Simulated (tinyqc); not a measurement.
Inputs raised by 5 %, one at a time: global model of a low-pressure process discharge: electron temperature, density, ion flux and ion energy. Computed by tinyqc, a small Python program. Command: `OMP_NUM_THREADS=1 python tinyqc.py 3111149 3111150 out.jsonl plasma sens`. One thread of a shared host (Intel(R) Xeon(R) Processor @ 2.30GHz), about 0.01 s of CPU time with the checks.

Maxwellian electrons with temperature T_e in eV, one positive ion, no negative ions, uniform bulk density n; rate constants have the Arrhenius form.

Inputs (values chosen for the exercise, of the order of those of an inductive discharge in a simple atomic gas):

| quantity | value | unit |
|---|---|---|
| ion mass M | 40 | u |
| ionisation prefactor K0 | 6.9e-14 | m^3/s |
| ionisation energy E_iz | 16.9 | eV |
| excitation prefactor X0 | 6.7e-15 | m^3/s |
| excitation energy E_ex | 8.73 | eV |
| elastic rate constant K_el | 1.3e-13 | m^3/s |
| ion-neutral cross section | 8.7e-19 | m^2 |
| pressure p | 2.2 | Pa |
| gas temperature T_g | 500 | K |
| radius R | 20 | cm |
| height L | 17 | cm |
| absorbed power P | 210 | W |
| bias power P_b | 14 | W |
| radius of the biased electrode | 5 | cm |
| bias frequency | 0.4 | MHz |

Constants: k_B = 1.380649e-23 J/K; e = 1.602176634e-19 C; u = 1.6605390666e-27 kg; m_0 = 9.1093837015e-31 kg; eps_0 = 8.8541878128e-12 F/m.

Method:
- n_g = p/(k_B T_g); lambda_i = 1/(n_g sigma); h_L = 0.86/sqrt(3 + L/(2 lambda_i)), h_R = 0.8/sqrt(4 + R/lambda_i); A_eff = 2 pi R^2 h_L + 2 pi R L h_R; d_eff = pi R^2 L/A_eff.
- Particle balance: K0 exp(-E_iz/T_e) n_g d_eff = u_B, u_B = sqrt(e T_e/M).
- Root found by bracketing.
- E_c = E_iz + (X0 exp(-E_ex/T_e) E_ex + K_el (3 m_0/M) T_e)/K_iz; wall potential V_s = (T_e/2) ln(M/(2 pi m_0)); E_T = E_c + 2 T_e + T_e/2 + V_s; n = P/(e u_B A_eff E_T); ion current density J = e h_L n u_B; ionised share n/n_g.
- All bias power goes to ions: V_b = P_b/(J pi r^2). Debye length at the sheath edge lambda_D = sqrt(eps_0 T_e/(e h_L n)); Child-law sheath s = (sqrt2/3) lambda_D (2 V/T_e)^(3/4), V = V_b + V_s; ion transit time tau_i = 3 s sqrt(M/(2 e V)); collisions in the sheath s/lambda_i.

Runs:

| input moved | from | to | T_e (eV) | plasma density n (1/cm^3) | ion current density J (mA/cm^2) | bias voltage V_b (V) |
|---|---|---|---|---|---|---|
| base run | - | - | 2.0887 | 1.2181e+11 | 0.73093 | 243.87 |
| ion mass M (u) | 40 | 42 | 2.0820 | 1.2415e+11 | 0.72584 | 245.58 |
| ionisation prefactor K0 (m^3/s) | 6.9e-14 | 7.245e-14 | 2.0754 | 1.2401e+11 | 0.74172 | 240.32 |
| pressure p (Pa) | 2.2 | 2.31 | 2.0694 | 1.2270e+11 | 0.71709 | 248.58 |
| gas temperature T_g (K) | 500 | 525 | 2.1084 | 1.2089e+11 | 0.74468 | 239.37 |
| height L (cm) | 17 | 17.85 | 2.0763 | 1.2027e+11 | 0.70408 | 253.17 |
| absorbed power P (W) | 210 | 220.5 | 2.0887 | 1.2790e+11 | 0.76748 | 232.26 |
| bias power P_b (W) | 14 | 14.7 | 2.0887 | 1.2181e+11 | 0.73093 | 256.07 |

Exponents ln(y'/y) / ln(x'/x):

| input | T_e | plasma density n | ion current density J | bias voltage V_b |
|---|---|---|---|---|
| ion mass M | -0.066 | 0.390 | -0.143 | 0.143 |
| ionisation prefactor K0 | -0.131 | 0.366 | 0.300 | -0.300 |
| pressure p | -0.190 | 0.148 | -0.392 | 0.392 |
| gas temperature T_g | 0.192 | -0.156 | 0.382 | -0.382 |
| height L | -0.123 | -0.261 | -0.767 | 0.767 |
| absorbed power P | 0.000 | 1.000 | 1.000 | -1.000 |
| bias power P_b | 0.000 | 0.000 | 0.000 | 1.000 |

To which inputs is each result most sensitive?

Among the inputs moved here: T_e answers most in size to gas temperature T_g (exponent +0.192), and about equally to pressure p (-0.190); its exponent is below 0.0005 for absorbed power P, bias power P_b. Its exponent 0.000 in absorbed power P: T_e follows from the particle balance. Plasma density n answers most in size to absorbed power P (exponent +1.000), next to ion mass M (+0.390); its exponent is below 0.0005 for bias power P_b. Its exponent +1.000 in absorbed power P: the power balance is linear in n. ion current density J answers most in size to absorbed power P (exponent +1.000), next to height L (-0.767); its exponent is below 0.0005 for bias power P_b. Bias voltage V_b answers most in size to bias power P_b (exponent +1.000), and about equally to absorbed power P (-1.000). Its exponent -1.000 in absorbed power P: more ions share the bias power.
